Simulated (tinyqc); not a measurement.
CID on RHF in the sto-6g basis, for H3+, spin multiplicity 1, step by step. One step of it, computed by the program tinyqc.

Question. Integrals over molecular orbitals. (pq|rs) = sum C_ip C_jq C_kr C_ls (ij|kl), one index at a time.

coefficients C:
```
            MO1        MO2        MO3
1H 1s  0.532007  -0.000119   1.050553
2H 1s  0.398081   0.780279  -0.655446
3H 1s  0.398131  -0.780024  -0.655805
```

core Hamiltonian H = T + V (hartree):
```
           1H 1s      2H 1s      3H 1s
1H 1s  -1.365148  -0.695473  -0.695647
2H 1s  -0.695473  -1.220774  -0.315232
3H 1s  -0.695647  -0.315232  -1.220841
```

Two-electron integrals (ij|kl) in chemists' order, unique and non-zero (hartree):
```
(11|11) 0.774999   (21|11) 0.240078   (21|21) 0.100923   (22|11) 0.427689
(22|21) 0.240078   (22|22) 0.774999   (31|11) 0.240149   (31|21) 0.079157
(31|22) 0.149929   (31|31) 0.100977   (32|11) 0.087878   (32|21) 0.037178
(32|22) 0.089048   (32|31) 0.037187   (32|32) 0.017089   (33|11) 0.427743
(33|21) 0.149903   (33|22) 0.300550   (33|31) 0.240149   (33|32) 0.089048
(33|33) 0.774999
```

Give: one-electron integrals over orbitals h = C^T H C; Two-electron integrals over orbitals.

Answer.

one-electron integrals over orbitals h = C^T H C (hartree):
```
        1       2       3
1  -1.463   0.000  -0.058
2   0.000  -1.102   0.000
3  -0.058   0.000  -0.911
```

Two-electron integrals over orbitals (pq|rs), unique and non-zero (hartree):
```
(11|11) 0.533       (21|11) -3.08e-05   (21|21) 0.146       (22|11) 0.481
(22|21) 6.73e-05    (22|22) 0.558       (31|11) 0.058       (31|21) 6.04e-06
(31|22) -0.073      (31|31) 0.146       (32|11) 9.53e-06    (32|21) -0.128
(32|22) -4.41e-05   (32|31) -4.83e-05   (32|32) 0.126       (33|11) 0.541
(33|21) -7.05e-05   (33|22) 0.472       (33|31) 0.094       (33|32) 3.83e-05
(33|33) 0.588
```
